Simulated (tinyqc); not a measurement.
Energies of the polytypes: polytypes and stacking faults of a tetrahedral semiconductor in an axial Ising model with couplings up to third neighbours. Computed by tinyqc, a small Python program. Command: `OMP_NUM_THREADS=1 python tinyqc.py 3028263 3028264 out.jsonl polytype walk`. One thread of a shared host (Intel(R) Xeon(R) Processor @ 2.30GHz), about 0.01 s of CPU time with the checks.

Each double layer has s = +1 or -1 for the sense of its stacking step; E per pair of atoms = E0 - sum_n J_n <s_i s_(i+n)>, n = 1, 2, 3. Hexagonality h = (1 - <s_i s_(i+1)>)/2.

Inputs (values chosen for the exercise, for a model crystal):

| quantity | value | unit |
|---|---|---|
| J1 | -2.2 | meV/pair |
| J2 | -0.57 | meV/pair |
| J3 | 0.11 | meV/pair |
| gap of 3C | 3.3 | eV |
| gap of 4H | 3.4 | eV |

Method. E - E(3C) = sum_n J_n (1 - C_n), C_n = <s_i s_(i+n)>. The gap is taken linear in h between 3C (h = 0) and 4H (h = 1/2), a rough rule, with a dash beyond.

correlations of the repeat units 3C (+), 2H (+-), 4H (++--), 6H (+++---), 15R (+++--), 8H (++++----), 21R (++++---), 9R (++-):
```
        n = 1     n = 2     n = 3
3C    1.00000   1.00000   1.00000
2H   -1.00000   1.00000  -1.00000
4H    0.00000  -1.00000   0.00000
6H    0.33333  -0.33333  -1.00000
15R   0.20000  -0.60000  -0.60000
8H    0.50000   0.00000  -0.50000
21R   0.42857  -0.14286  -0.71429
9R   -0.33333  -0.33333   1.00000
```

Polytypes:

| polytype | h | E - E(3C) (meV/pair) | gap by the linear rule (eV) |
|---|---|---|---|
| 3C | 0.0000 | 0.0000 | 3.3000 |
| 2H | 1.0000 | -4.1800 | - |
| 4H | 0.5000 | -3.2300 | 3.4000 |
| 6H | 0.3333 | -2.0067 | 3.3667 |
| 15R | 0.4000 | -2.4960 | 3.3800 |
| 8H | 0.2500 | -1.5050 | 3.3500 |
| 21R | 0.2857 | -1.7200 | 3.3571 |
| 9R | 0.6667 | -3.6933 | - |

E(2H) - E(3C) = -4.18 meV/pair

E(4H) - E(3C) = -3.23 meV/pair

E(6H) - E(3C) = -2.0067 meV/pair

The lowest is 2H, 0.487 meV/pair below 9R. J1/|J2| = -3.86: for J3 = 0 and J2 < 0 the ground state is 2H below -2, 4H between -2 and 2, and 3C above 2; at 2 itself all periods with bands of two or more layers are degenerate.

Extremes, crossings and ranges named in words are read from the listed rows.
